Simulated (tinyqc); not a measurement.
# Junctionless gate-all-around wire, depletion approximation: effect of the wire radius on the threshold

A uniformly doped n-type wire of radius R under a surrounding gate; long channel. Below flat band a shell from radius rc to R is fully depleted and the neutral core, at channel potential V (0 at the source, Vd at the drain), carries the current with constant mobility; s = (rc/R)^2 is the share of the cross-section that conducts. The edge of the depleted shell is taken as abrupt, so there is no subthreshold current.

Cox = eps0 eox/(R ln(1 + tox/R)); A = q Nd R^2/(4 eps0 eps_r); B = q Nd R/(2 Cox); VT = Vfb - A - B. The flat-band conductance is G0 = q mu Nd pi R^2/L.

Values chosen for this exercise; material values those of a made-up semiconductor: relative permittivity of the semiconductor eps_r = 11.1; relative permittivity of the gate insulator eox = 3.9; insulator thickness tox = 1.2 nm; donor density Nd = 4.2e18 cm^-3; flat-band voltage Vfb = 0.96 V; effective mobility in the wire mu = 73 cm^2/(V s); gate length L = 0.2 um.

Constants: q = 1.602176634e-19 C, eps0 = 8.8541878128e-14 F/cm where lengths are in cm. Results are converted to the units shown.

Result of one run:
```
R (nm)  Cox (uF/cm^2)  A (V)   B (V)  VT (V)  G0 (uS)
40              2.921  2.739  0.4608  -2.240    123.5
```

What becomes of these results when the wire radius R is changed from 40 to 30 nm, all else the same?

Result of the changed run:
```
R (nm)  Cox (uF/cm^2)  A (V)   B (V)   VT (V)  G0 (uS)
30              2.935  1.541  0.3439  -0.9245    69.45
```

The whole series:
```
R (nm)  Cox (uF/cm^2)    A (V)    B (V)   VT (V)  G0 (uS)
6.7             3.128  0.07684  0.07206   0.8111    3.464
9               3.065   0.1386  0.09878   0.7226    6.250
12              3.019   0.2465   0.1337   0.5798    11.11
16              2.984   0.4382   0.1804   0.3414    19.75
22              2.955   0.8285   0.2505  -0.1189    37.35
30              2.935    1.541   0.3439  -0.9245    69.45
40              2.921    2.739   0.4608   -2.240    123.5
```

As R goes from 6.7 to 40 nm, VT falls from 0.811 to -2.24 V and G0 rises from 3.46 to 123 uS. A + B goes on average as R^(1.72). The device is normally off (VT > 0) in 4 of the 7 rows. More conductance costs threshold voltage: the same dopants that conduct must be depleted.

Numbers from tinyqc (`OMP_NUM_THREADS=1 python tinyqc.py 2460074 2460075 out.jsonl`; about 0.01 s on one thread of a shared Intel Xeon 2.30GHz).
